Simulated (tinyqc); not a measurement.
Size effects in the resistivity of thin metal films and interconnect lines: one step, computed by the program tinyqc. Command: `OMP_NUM_THREADS=1 python tinyqc.py 3007134 3007135 out.jsonl size walk`. One thread of a shared host (Intel(R) Xeon(R) Processor @ 2.30GHz), about 0.01 s of CPU time with the checks.

Electrons lose their drift at surfaces (a share 1 - p of the hits) and at grain boundaries (reflection R), besides bulk scattering. The line sits in a trench with a non-conducting liner on both walls and the bottom; the spacing equals the drawn width.

Task: Grain boundaries. Mayadas-Shatzkes: alpha = (lambda/D) R/(1 - R); rho_b/rho = 1 - 3 alpha/2 + 3 alpha^2 - 3 alpha^3 ln(1 + 1/alpha).

Inputs (values chosen for the exercise, modelled on aluminium): bulk mean free path lambda = 18.5 nm; grain-boundary reflection R = 0.41.

Geometry: line.

grain size D = 14.28 nm

Give: alpha; rho/rho_b from grains.

Result:

alpha = 0.9003

rho/rho_b from grains = 2.243

The linear estimate 1 + 3 alpha/2 gives 2.350, 5 % high; at large alpha the slope is 4/3.
